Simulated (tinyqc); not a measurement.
# Programming of a floating-gate cell by Fowler-Nordheim tunnelling: effects of single changes

Per tunnel area the floating gate has Ctun = 3.9 eps0/tox to the channel (0 V) and Ccg to the control gate, Ct = Ctun/(1 - ag), no other coupling. With the threshold shift U = -Q/Ccg the field is F = ag (Vg - U)/tox, and dU/dt = J/Ccg. Fowler-Nordheim: J = A F^2 exp(-B/F), A = q^2/(16 pi^2 hbar mo phi) (times 1e14 for A/cm^2 with F in V/nm, emitter mass m0), B = (4/3) sqrt(mo/C) phi^1.5, C = hbar^2/(2 m0).

Values chosen for this exercise; oxide values close to those of silicon dioxide:
- phi = 3.08 eV (tunnel barrier)
- mo = 0.48 m0 (tunnelling mass)
- tox = 7.8 nm (tunnel oxide thickness)
- ag = 0.54 (coupling ratio Ccg/Ct)
- Vt0 = -2.5 V (threshold shift at the start)
- Vg = 12.9 V (control-gate voltage)

Constants: q = 1.602176634e-19 C, hbar = 1.054571817e-34 J s, m0 = 9.1093837015e-31 kg, eps0 = 8.8541878128e-14 F/cm where lengths are in cm, hbar^2/(2 m0) = 0.0380998212 eV nm^2. Results are converted to the units shown.

Each table varies one quantity; the others keep the values above.

## Programming by a staircase of pulses

Pulse i = 1, 2, ... has the height 11.4 V + (i - 1) 0.2 V and lasts 100 us; each starts from the U that the last one left. Exact: exp(B/F(t)) = exp(B/F(0)) + K t, K = A B ag/(Ccg tox), and U = Vg - tox F/ag.

Result of one run:

| N | last pulse (V) | U (V) | gain of the last pulse (V) | F at its end (V/nm) |
|---|---|---|---|---|
| 18 | 14.80 | 0.3222 | 0.1991 | 1.002 |

What becomes of these results when the number of pulses N is changed from 18 to 1, all else the same?

Result of the changed run:

| N | last pulse (V) | U (V) | gain of the last pulse (V) | F at its end (V/nm) |
|---|---|---|---|---|
| 1 | 11.40 | -2.450 | 0.05027 | 0.9588 |

The whole series:

| N | last pulse (V) | U (V) | gain of the last pulse (V) | F at its end (V/nm) |
|---|---|---|---|---|
| 1 | 11.40 | -2.450 | 0.05027 | 0.9588 |
| 2 | 11.60 | -2.383 | 0.06708 | 0.9680 |
| 3 | 11.80 | -2.297 | 0.08590 | 0.9759 |
| 4 | 12.00 | -2.191 | 0.1055 | 0.9825 |
| 6 | 12.40 | -1.925 | 0.1415 | 0.9918 |
| 8 | 12.80 | -1.602 | 0.1677 | 0.9970 |
| 11 | 13.40 | -1.053 | 0.1883 | 1.001 |
| 14 | 14.00 | -0.4710 | 0.1961 | 1.002 |
| 18 | 14.80 | 0.3222 | 0.1991 | 1.002 |

The gain of a pulse rises from 0.0503 to 0.199 V and settles at the step of 0.2 V: the field at the end of a pulse becomes steady, 1.00 V/nm, so U follows the gate one to one whatever it started from. It is within 5 % of the step from pulse 14 on among the rows. For N = 11, 14, 18 the field stays above 10 MV/cm, which wears the oxide.

## Threshold shift against time

Same model as above.

Results:

| t (s) | F (V/nm) | J (A/cm^2) | U (V) | dU/dlog10 t (V) |
|---|---|---|---|---|
| 3.4e-6 | 1.064 | 0.004287 | -2.471 | 0.06458 |
| 1.7e-5 | 1.057 | 0.003599 | -2.369 | 0.2711 |
| 0.00044 | 0.9865 | 5.555e-4 | -1.350 | 1.083 |
| 0.0022 | 0.9330 | 1.123e-4 | -0.5770 | 1.095 |
| 0.011 | 0.8821 | 2.062e-5 | 0.1587 | 1.005 |
| 0.056 | 0.8354 | 3.652e-6 | 0.8336 | 0.9061 |
| 0.28 | 0.7937 | 6.600e-7 | 1.436 | 0.8188 |
| 1.4 | 0.7559 | 1.198e-7 | 1.981 | 0.7429 |
| 7.2 | 0.7210 | 2.119e-8 | 2.485 | 0.6760 |

Estimate the missing row, t = 8.7e-5 s.

Computed row:

| t (s) | F (V/nm) | J (A/cm^2) | U (V) | dU/dlog10 t (V) |
|---|---|---|---|---|
| 8.7e-5 | 1.033 | 0.001943 | -2.017 | 0.7488 |

With this row back in the table: U rises from -2.47 to 2.48 V, while J falls by 5.31 decades, at the end as t^(-1.06). Well past t0 = 7.41e-5 s the stored charge chokes the field and U gains only 0.676 V a decade.

Range of the model: Programming fields of 10 MV/cm and more wear the oxide; trapping and the channel potential are ignored.

Program tinyqc, `OMP_NUM_THREADS=1 python tinyqc.py 2130077 2130078 out.jsonl`; Intel Xeon 2.30GHz, shared host, one thread, about 0.01 s.
